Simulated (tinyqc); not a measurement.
# Tunnelling through a gate dielectric, WKB transmission and Tsu-Esaki current: effects of single changes

Electrons leave the emitter at x = 0. Energies E (motion across the layers) are in eV from the emitter Fermi level; the collector Fermi level lies at -V and offers states at every E. No charge in the dielectric and no image force: F1 = V/t1, U = phi1 - F1 x. With C = hbar^2/(2 m0), kappa = sqrt(m (U - E)/C) where U > E and 0 elsewhere; T(E) = exp(-S), S = 2 times the integral of kappa over x.

Values chosen for this exercise; dielectric values close to those of silicon dioxide:
- T = 350 K (temperature)
- Ef = 0.16 eV (Fermi energy of the emitter above its band bottom)
- me = 0.65 m0 (emitter mass in the supply function)
- phi1 = 3.14 eV (barrier of layer 1 above the emitter Fermi level at zero bias)
- m1 = 0.5 m0 (tunnelling mass of layer 1)
- t1 = 2 nm (thickness of layer 1)
- V = 0.6 V (voltage across the dielectric)

Constants: q = 1.602176634e-19 C, kB = 1.380649e-23 J/K, hbar = 1.054571817e-34 J s, m0 = 9.1093837015e-31 kg, Vt = kB T/q, hbar^2/(2 m0) = 0.0380998212 eV nm^2. Results are converted to the units shown.

Each table varies one quantity; the others keep the values above.

## Effect of the barrier height

Each layer adds (2/F) sqrt(m/C) [G(u at its left edge) - G(u at its right edge)] to S, with u = U - E (0 where negative) and G(u) = (2/3) u^1.5. J = J0 times the integral of T(E) N(E) dE, N = ln[(1 + exp(-E/Vt))/(1 + exp((-E - V)/Vt))], J0 = q^2 me m0 kB T/(2 pi^2 hbar^3) (times 1e-4 for A/cm^2 per eV), from E = -Ef to far above the barrier (T = 1 there), by quadrature converged to the digits shown.

Effect of the barrier height:
```
phi1 (eV)  S at E = 0   T(E = 0)  J (A/cm^2)  mean E of the current (eV)
1.6             16.48   6.931e-8       6.069                    -0.07635
1.89            18.24   1.193e-8       1.093                    -0.07847
2.17            19.79   2.532e-9      0.2401                    -0.07998
2.46            21.28  5.734e-10     0.05596                    -0.08119
2.74            22.62  1.500e-10     0.01498                    -0.08214
3.03            23.93  4.048e-11    0.004126                    -0.08295
3.31            25.13  1.220e-11    0.001265                    -0.08360
3.6             26.31  3.731e-12    3.929e-4                    -0.08419
```

What does the table show?

J falls from 6.07 to 3.93e-4 A/cm^2, on average 2.09 decades for each eV, while S rises from 16.5 to 26.3, as phi1^(0.58) over the table (a flat barrier gives 0.5, a triangular one 1.5).

## Effect of the thickness t1 at fixed voltage

Same model as above.

Effect of the thickness t1 at fixed voltage:
```
t1 (nm)  S at E = 0   T(E = 0)  J (A/cm^2)  mean E of the current (eV)
1.2           14.65   4.362e-7       51.83                    -0.08847
1.5           18.31   1.121e-8       1.260                    -0.08656
1.8           21.97  2.881e-10     0.03065                    -0.08458
2.1           25.63  7.405e-12    7.468e-4                    -0.08253
2.4           29.29  1.903e-13    1.822e-5                    -0.08040
2.7           32.95  4.891e-15    4.451e-7                    -0.07820
3             36.61  1.257e-16    1.089e-8                    -0.07591
3.3           40.27  3.230e-18   2.668e-10                    -0.07354
```

What does the table show?

J falls from 51.8 to 2.67e-10 A/cm^2: 5.38 decades a nanometre between the first two rows and 5.37 between the last two. The exponent S alone gives dS/dt/ln 10 = 5.30 and 5.30.

tinyqc, about 0.02 s, one thread, Intel Xeon 2.30GHz (shared host): `OMP_NUM_THREADS=1 python tinyqc.py 2540049 2540050 out.jsonl`
